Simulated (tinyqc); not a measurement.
Comparisons within one model: cyclotron resonance of ellipsoidal valleys, Ge type. A value that a table varies takes the place of the one given here.

Valleys along [111], [-111], [1-11], [11-1], mass ml along the axis and mt across it. B lies in the (1-10) plane, b = (sin(theta)/sqrt2, sin(theta)/sqrt2, cos(theta)). For the angle phi between B and the axis, 1/mc^2 = cos^2(phi)/mt^2 + sin^2(phi)/(mt ml). Resonance: h nu = 2 muB B/mc, h = 2 pi hbar.

Constants: hbar = 6.58211957e-16 eV s; muB = 5.788381798e-05 eV/T.

Inputs chosen for the exercise (near those of Ge; not measured data): ml = 1.654 m0 (longitudinal mass); mt = 0.082 m0 (transverse mass); ths = (0, 15, 30, 45, 60, 75, 90) degrees (angles); g1 = 13.45 (Luttinger gamma1); g2 = 4.23 (gamma2); g3 = 5.7 (gamma3); theta = 72 degrees (angle of B from [001] towards [110]); nu = 9.4 GHz (microwave frequency).

## Rotating the field

mc against theta; [-111] and [1-11] stay equal in this plane.

Cyclotron masses (m0):
```
theta (degrees)   [111]  [-111]  [11-1]
0                0.1355  0.1355  0.1355
15               0.1049  0.1396  0.2027
30               0.0898  0.1530  0.3417
45               0.0831  0.1798  0.2960
60               0.0823  0.2285  0.1764
75               0.0871  0.3082  0.1239
90               0.0992  0.3683  0.0992
```

All valleys give one line at theta = 0, B along [001], with mc = 0.1355. The [111] valley reaches mt at 54.7 degrees, and [11-1] reaches its largest value sqrt(ml mt) = 0.3683 at 35.3 degrees, where B is perpendicular to it; the listed maximum of that branch is 0.3417. The pair [-111], [1-11] reaches the same value at 90 degrees.

## Heavy and light holes (cyclotron masses of warped hole bands)

E = c k^2 f(n) with f = g1 -/+ 2 sqrt(g2^2 + 3 (g3^2 - g2^2)(nx^2 ny^2 + ny^2 nz^2 + nz^2 nx^2)). For the orbit through k = 0 perpendicular to b = (sin(theta)/sqrt2, sin(theta)/sqrt2, cos(theta)), mc is the mean of 1/f over the directions n in that plane (180 evenly spaced angles). Quantum effects of the lowest levels are left out.

Cyclotron masses (m0):
```
theta (degrees)   heavy   light
0                0.2744  0.0434
15               0.2905  0.0430
30               0.3314  0.0421
45               0.3643  0.0415
60               0.3683  0.0414
75               0.3639  0.0417
90               0.3622  0.0419
```

The heavy mass varies by 34 % over the table, with its largest listed value at 60 degrees ([111] lies at 54.7) and its smallest at 0; the light mass varies by 4.8 %. The warping term enters both with the same size, but it is set against a small inverse mass in one and a large one in the other (along [111], g1 - 2 g3 = 2.05 and g1 + 2 g3 = 24.85).

## What each parameter does

Resonance fields B = h nu mc/(2 muB) of the valleys [111], [-111] and [11-1]. Each row changes one parameter from the base and keeps the others.

Results:
```
case                [111] (T)  [-111] (T)  [11-1] (T)
base                   0.0288      0.0975      0.0441
ml = 1.902 m0          0.0288      0.1015      0.0444
mt = 0.074 m0          0.0260      0.0906      0.0400
theta = 68 degrees     0.0283      0.0898      0.0481
nu = 10.34 GHz         0.0316      0.1072      0.0485
```

The largest shifts from the base row, up to three for each result and ties (the steps differ in size, so this ranks the rows, not the parameters). [111] (T): nu +0.0029, mt -0.0028, theta -0.0005; unchanged at the printed digits by ml. [-111] (T): nu +0.0097, theta -0.0077, mt -0.0068. [11-1] (T): nu +0.0044, mt -0.0041, theta +0.0040.

tinyqc: `OMP_NUM_THREADS=1 python tinyqc.py 1251337 1251338 out.jsonl`; about 0.01 s, one thread, shared Intel(R) Xeon(R) Processor @ 2.30GHz.
